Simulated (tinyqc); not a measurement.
# Capacitance measurement on a leaky thin oxide: effects of series resistance and leakage: what changes with what

The device is a capacitance C in parallel with a leakage conductance G, in series with Rs and Ls. An impedance meter reports either a parallel pair (Cp, Gp) from Y = 1/Z = Gp + i w Cp or a series pair (Cs, Rm) from Z = Rm + 1/(i w Cs); w = 2 pi f, dissipation D = Gp/(w |Cp|).

Inputs (values chosen for the exercise); values of the order met in thin-oxide MOS capacitors: relative permittivity of the gate insulator (close to aluminium oxide) eox = 9.2; insulator thickness tox = 5.9 nm; gate area A = 10000 um^2; oxide-equivalent thickness added by the accumulation layer zc = 0.52 nm; oxide-equivalent thickness added by gate depletion zp = 0.18 nm; gate leakage current density, not matched to the thickness Jg = 3.8 A/cm^2; voltage for an e-fold rise of the leakage Vs = 0.27 V; series resistance Rs = 94 ohm; series inductance Ls = 0 nH; measuring frequency f = 1e6 Hz.

Constants: eps0 = 8.8541878128e-14 F/cm where lengths are in cm. Results are converted to the units shown.

Each table varies one quantity; the others keep the values above.

## Readings against frequency

EOT = 3.9 tox/eox; CET = EOT + zc + zp; C = 3.9 eps0 A/CET; G = Jg A/Vs. Z = Rs + i w Ls + 1/(G + i w C); CET read from Cp = 3.9 eps0 A/Cp; errors under 0.001 % are printed as 0.

The same in every row: C (pF) = 107.9.

Results:

| f (Hz) | Cp (pF) | Cs (pF) | D | error of Cp (%) | error of Cs (%) | CET read from Cp (nm) |
|---|---|---|---|---|---|---|
| 1000 | 84.14 | 4.651e8 | 2351 | -22.0 | 4.31e8 | 4.104 |
| 3000 | 84.14 | 5.168e7 | 783.7 | -22.0 | 4.79e7 | 4.104 |
| 10000 | 84.14 | 4.651e6 | 235.1 | -22.0 | 4.31e6 | 4.104 |
| 30000 | 84.14 | 5.169e5 | 78.37 | -22.0 | 4.79e5 | 4.104 |
| 3e5 | 84.11 | 5276 | 7.856 | -22.0 | 4790 | 4.105 |
| 1e6 | 83.87 | 573.0 | 2.415 | -22.2 | 431 | 4.117 |
| 3e6 | 81.81 | 159.6 | 0.9749 | -24.2 | 47.9 | 4.221 |
| 1e7 | 63.91 | 112.5 | 0.8722 | -40.8 | 4.31 | 5.404 |
| 3e7 | 21.86 | 108.4 | 1.990 | -79.7 | 0.479 | 15.80 |

Estimate the missing row, f = 1e5 Hz.

Computed row:

| f (Hz) | Cp (pF) | Cs (pF) | D | error of Cp (%) | error of Cs (%) | CET read from Cp (nm) |
|---|---|---|---|---|---|---|
| 1e5 | 84.14 | 4.662e4 | 23.52 | -22.0 | 4.31e4 | 4.104 |

With this row back in the table: D goes from 2350 through a minimum of 0.872 (at f = 1e7 Hz among the rows listed) to 1.99; without inductance its minimum lies at f = sqrt(G (1 + G Rs)/Rs)/(2 pi C) = 6.07e6 Hz. The error of Cp goes from -22.0 to -79.7 % and that of Cs from 4.31e8 to 0.479 %; at low frequency Cp tends to C/(1 + G Rs)^2 and Cs grows as 1 + (G/(w C))^2. One of the two readings is within 2 % of C for f = 3e7 Hz. For f = 1000, 3000, 10000, 30000, 1e5, 3e5, 1e6, 3e7 D exceeds 1, where the accuracy of real meters degrades in proportion to sqrt(1 + D^2).

## Effect of the gate area

Same model as above.

Rs is held fixed.

Results:

| A (um^2) | C (pF) | Cp (pF) | Cs (pF) | D | error of Cp (%) | error of Cs (%) | CET read from Cp (nm) |
|---|---|---|---|---|---|---|---|
| 20 | 0.2157 | 0.2156 | 1.146 | 2.077 | -0.0529 | 431 | 3.203 |
| 70 | 0.7551 | 0.7537 | 4.011 | 2.079 | -0.185 | 431 | 3.207 |
| 200 | 2.157 | 2.146 | 11.46 | 2.083 | -0.527 | 431 | 3.218 |
| 600 | 6.472 | 6.371 | 34.38 | 2.097 | -1.57 | 431 | 3.252 |
| 2000 | 21.57 | 20.47 | 114.6 | 2.144 | -5.10 | 431 | 3.373 |
| 5000 | 53.94 | 47.41 | 286.5 | 2.246 | -12.1 | 431 | 3.642 |
| 40000 | 431.5 | 179.5 | 2292 | 3.430 | -58.4 | 431 | 7.693 |

Estimate the missing row, A = 10000 um^2.

Computed row:

| A (um^2) | C (pF) | Cp (pF) | Cs (pF) | D | error of Cp (%) | error of Cs (%) | CET read from Cp (nm) |
|---|---|---|---|---|---|---|---|
| 10000 | 107.9 | 83.87 | 573.0 | 2.415 | -22.2 | 431 | 4.117 |

With this row back in the table: As A goes from 20 to 40000, the error of Cp goes from -0.0529 to -58.4 %, that of Cs from 431 to 431 %, and D rises from 2.08 to 3.43. The CET read from Cp goes from 3.20 to 7.69 nm against the true 3.20 nm. G/(w C) does not depend on the area, while G Rs and w C Rs grow with it. In every row D exceeds 1, where the accuracy of real meters degrades in proportion to sqrt(1 + D^2).

Numbers from tinyqc (`OMP_NUM_THREADS=1 python tinyqc.py 2022040 2022041 out.jsonl`; about 0.01 s on one thread of a shared Intel Xeon 2.30GHz).
